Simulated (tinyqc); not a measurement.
# Changing the incident fluence

Model: millisecond and nanosecond annealing: surface heating, thermal budget and solid-phase regrowth. Computed by tinyqc, a small Python program. Command: `OMP_NUM_THREADS=1 python tinyqc.py 3030838 3030839 out.jsonl flash sweep`. One thread of a shared host (Intel(R) Xeon(R) Processor @ 2.30GHz), about 0.03 s of CPU time with the checks.

A square pulse heats the surface of a thick wafer with constant thermal properties; losses by radiation are neglected and silicon melts at 1414 C.

Inputs (values chosen for the exercise, modelled on hot silicon with phosphorus):

| quantity | value | unit |
|---|---|---|
| pulse length t_p | 8.8e-05 | s |
| reflectance R | 0.3 | - |
| thermal conductivity k | 0.25 | W/(cm K) |
| heat capacity per volume c | 2.12 | J/(cm^3 K) |
| preheat temperature T0 | 800 | C |
| dopant prefactor D0 | 5.08 | cm^2/s |
| dopant activation energy E | 3.69 | eV |
| regrowth prefactor v0 | 4e+08 | cm/s |
| regrowth energy E_v | 2.68 | eV |
| amorphous layer | 34 | nm |

Source: scanned laser.

Constants: k_B = 8.617333262e-05 eV/K.

Method:
- Absorbed flux q = (1 - R) fluence/t_p; kappa = k/c. With f(z, t) = (2 q/k) sqrt(kappa t) ierfc(z/(2 sqrt(kappa t))), ierfc(x) = exp(-x^2)/sqrt(pi) - x erfc(x): T = T0 + f(z, t) during the pulse and T0 + f(z, t) - f(z, t - t_p) after it.
- At the surface the rise at the end of the pulse is 2 q sqrt(t_p/(pi k c)); the fluence that just melts the surface scales with (1414 - T0).
- Temperatures in kelvin are T(C) + 273.15.
- Integrate exp(-E/(k_B T(t))) at the surface from 0 to 10 t_p (Gauss-Legendre, 60 points in sqrt(t) up to t_p and 60 in sqrt(t - t_p) after it). (Dt) = D0 x integral with E; regrowth = v0 x integral with E_v; effective time = integral/exp(-E/(k_B T_peak)).

One run for each value:

| incident fluence (J/cm^2) | peak temperature (C) | diffusion length 2 sqrt(Dt) (nm) | possible regrowth (nm) | effective time over t_p |
|---|---|---|---|---|
| 1.66 | 992.0 | 0.013598 | 6.695 | 0.51753 |
| 1.84 | 1012.8 | 0.016768 | 8.669 | 0.45493 |
| 2.02 | 1033.6 | 0.020711 | 11.274 | 0.40832 |
| 2.20 | 1054.4 | 0.025585 | 14.707 | 0.37276 |
| 2.38 | 1075.3 | 0.031573 | 19.217 | 0.34500 |
| 2.56 | 1096.1 | 0.038885 | 25.124 | 0.32289 |
| 2.92 | 1137.7 | 0.058478 | 42.834 | 0.29017 |
| 3.10 | 1158.5 | 0.071347 | 55.770 | 0.27781 |

Give the missing row, incident fluence (J/cm^2) = 2.74.

Computed row; columns: (1) incident fluence (J/cm^2); (2) peak temperature (C); (3) diffusion length 2 sqrt(Dt) (nm); (4) possible regrowth (nm); (5) effective time over t_p:
```
(1)      (2)       (3)     (4)      (5)
2.74  1116.9  0.047762  32.828  0.30495
```

Interpolating between the two neighbouring rows (linearly) misses most in possible regrowth (nm), by 3.5 %. Over the rows, peak temperature (C) rises from 992 to 1160 (exponent d ln y / d ln x 0.20 between the first rows and 0.30 between the last); diffusion length 2 sqrt(Dt) (nm) rises from 0.0136 to 0.0713 (exponent d ln y / d ln x 2.0 between the first rows and 3.3 between the last); possible regrowth (nm) rises from 6.69 to 55.8 (exponent d ln y / d ln x 2.5 between the first rows and 4.4 between the last). Regrowth rises by a factor 8.33 and (Dt) by 27.5: the process with the higher activation energy gains more from a hotter peak.

Caution (all rows): equilibrium diffusivities are used; implant damage enhances diffusion, and k and c vary with temperature. Caution (all rows): at this preheat temperature the layer would already regrow within five seconds or less before the pulse. Caution (all rows): a diffusion length below the atomic spacing of 0.235 nm means about one jump per atom or fewer, so the profile does not change measurably. Caution (rows 3.10): the peak lies above 1150 C, and amorphous silicon melts some 200 to 250 K below the crystal, so a layer that has not regrown before the peak may melt instead.

Extremes, crossings and ranges named in words are read from the listed rows.
